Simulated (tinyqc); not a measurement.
Valence-band offset from core levels (Kraut method), with the dipole against the affinity rule: one step of the calculation.

Binding energies are counted downwards from the Fermi level. dEv > 0 means that the valence edge of B lies below that of A, dEc > 0 that the conduction edge of B lies above that of A; dEc + dEv = EgB - EgA. The spectra are made-up values treated as data.

Question. Interface dipole. The affinity rule gives dEc(0) = chiA - chiB; the dipole step is D = dEc - dEc(0), and two sheets of opposite charge dd apart hold N = eps0 ei |D|/(q dd).

Values chosen for this exercise; gaps and affinities close to those of gallium arsenide (A) and silicon dioxide (B): electron affinity of A chiA = 4.07 eV; electron affinity of B chiB = 0.91 eV; relative permittivity inside the dipole layer ei = 4.1; thickness of the dipole layer dd = 0.17 nm.

Constants: q = 1.602176634e-19 C, eps0 = 8.8541878128e-14 F/cm where lengths are in cm. Results are converted to the units shown.

dEc = 3.7805032 eV

Give: dEc(0); D; N; field in the dipole layer.

Answer.

dEc(0) = 3.1600 eV
D = 0.62050 eV
N = 8.2702e13 cm^-2
field in the dipole layer = 36.500 MV/cm

N is 0.12 elementary charges for each of about 7e14 surface atoms per cm^2.

Program tinyqc, `OMP_NUM_THREADS=1 python tinyqc.py 2410119 2410120 out.jsonl`; Intel Xeon 2.30GHz, shared host, one thread, about 0.01 s.
